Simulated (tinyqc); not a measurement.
p-n diode with diffusion and depletion-layer recombination: two steps of the calculation.

Abrupt junction in the depletion approximation, low injection, full ionisation, neutral widths fixed, ohmic contact on the p side. Vj is the junction voltage; where a series resistance Rs is given, V = Vj + J Rs is the terminal voltage.

Values chosen for this exercise; band and dielectric values close to those of indium phosphide:
- T = 400 K (temperature)
- Eg = 1.32 eV (band gap)
- Nc = 8.7e17 cm^-3 (conduction-band density of states at T)
- Nv = 1.68e19 cm^-3 (valence-band density of states at T)
- Na = 5.7e17 cm^-3 (acceptor density)
- Nd = 7.4e16 cm^-3 (donor density)
- mun = 1400 cm^2/(V s) (electron mobility in the p side)
- mup = 130 cm^2/(V s) (hole mobility in the n side)
- tn = 1e-7 s (electron lifetime)
- tp = 2e-9 s (hole lifetime)
- wp = 0.5 um (neutral width of the p side)
- wn = 1.6 um (neutral width of the n side)
- Sp = 1e7 cm/s (recombination velocity at the n contact)
- Rs = 0.038 ohm cm^2 (series resistance)
- V = 0.73 V (terminal voltage)

Constants: q = 1.602176634e-19 C, kB = 1.380649e-23 J/K, Vt = kB T/q. Results are converted to the units shown.

Problem 1. Diffusion lengths and saturation currents. ni = sqrt(Nc Nv) exp(-Eg/(2 Vt)), Eg in volts; D = mu Vt; Ln = sqrt(Dn tn), Lp = sqrt(Dp tp); J0n = q ni^2 Dn coth(wp/Ln)/(Ln Na); J0p = (q ni^2 Dp/(Lp Nd)) (s + tanh(wn/Lp))/(1 + s tanh(wn/Lp)), s = Sp Lp/Dp.

Find: ni; Ln; Lp; J0n; J0p.

Solution 1.

ni = 1.848e10 cm^-3
Ln = 21.97 um
Lp = 0.9467 um
J0n = 9.270e-11 A/cm^2
J0p = 3.746e-11 A/cm^2

wp/Ln = 0.023 and wn/Lp = 1.7; electrons carry 71.2 % of the diffusion current.

Problem 2. New Vj. Diffusion current alone: J = J0 (exp(Vj/Vt) - 1), g = Vj + J Rs - V, g' = 1 + Rs J0 exp(Vj/Vt)/Vt, Vj(new) = Vj - g/g'.

Vj at the start = 0.365 V
J0 = J0n + J0p = 1.3015132e-10 A/cm^2

Find: J; g; g'; Vj after iteration 1.

Solution 2.

J = 5.1670e-6 A/cm^2
g = -0.36500 V
g' = 1.0000
Vj after iteration 1 = 0.73000 V

Program tinyqc, `OMP_NUM_THREADS=1 python tinyqc.py 2260044 2260045 out.jsonl`; Intel Xeon 2.30GHz, shared host, one thread, about 0.01 s.
